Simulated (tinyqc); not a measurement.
Changing the temperature T: specific resistance of a metal-semiconductor contact and its transmission-line measurement. Computed by tinyqc, a small Python program. Command: `OMP_NUM_THREADS=1 python tinyqc.py 3002576 3002577 out.jsonl contact sweep`. One thread of a shared host (Intel(R) Xeon(R) Processor @ 2.30GHz), about 0.01 s of CPU time with the checks.

The barrier is parabolic (depletion approximation), energies E are normal energies counted from the band edge in the neutral semiconductor (downwards for holes), and the bias is zero. xi is an input, held fixed when other inputs move.

Inputs (values chosen for the exercise, modelled on p-type SiGe):
```
quantity                                           value          unit
tunnelling mass m                                   0.31           m_0
permittivity eps                                      13             -
Richardson constant A*                                31  A/(cm^2 K^2)
barrier height phi_B                                0.31            eV
doping N                                         1.3e+20        1/cm^3
Fermi level above the band edge in the bulk, xi      0.1            eV
```

Image-force lowering: left out.

Constants: hbar = 1.054571817e-34 J s; eps_0 = 8.8541878128e-12 F/m; m_0 = 9.1093837015e-31 kg; k_B = 8.617333262e-05 eV/K; e = 1.602176634e-19 C.

Method:
- E_00 = (e hbar/2) sqrt(N/(eps eps_0 m)); band bending E_b = phi_B + xi; depletion width w = sqrt(2 eps eps_0 E_b/(e^2 N)).
- WKB transmission for E < E_b, with a = E/E_b: D = exp{-(E_b/E_00) [sqrt(1 - a) - a ln((1 + sqrt(1 - a))/sqrt(a))]}; D = 1 above.
- At zero bias 1/rho_c = (e A*/k_B^2) int D(E) f(E) dE, f = 1/(1 + exp((E - xi)/k_B T)); 200 Gauss-Legendre points from 0 to E_b, and k_B T ln(1 + exp((xi - E_b)/k_B T)) for the part above the barrier; the share of tunnelling is the part below.

One run for each value; columns: (1) temperature T (K); (2) specific contact resistance rho_c (ohm cm^2); (3) rho_c by thermionic emission alone (ohm cm^2); (4) share of tunnelling (%):
```
(1)         (2)         (3)     (4)
100  3.7001e-08  1.1677e+08  100.00
130  3.6279e-08  2.2284e+04  100.00
170  3.5082e-08  2.5336e+01  100.00
220  3.3280e-08  1.5962e-01  100.00
280  3.0813e-08  3.7723e-03  100.00
360  2.7304e-08  1.6886e-04   99.98
460  2.3038e-08  1.5056e-05   99.85
600  1.7927e-08  1.8633e-06   99.04
```

Describe the trends.

Over the rows, specific contact resistance rho_c (ohm cm^2) falls from 3.70e-8 to 1.79e-8 (exponent d ln y / d ln x -0.075 between the first rows and -0.94 between the last); rho_c by thermionic emission alone (ohm cm^2) falls from 1.17e8 to 1.86e-6 (exponent d ln y / d ln x -33 between the first rows and -7.9 between the last); share of tunnelling (%) falls from 100 to 99.0, flat over part of the range.
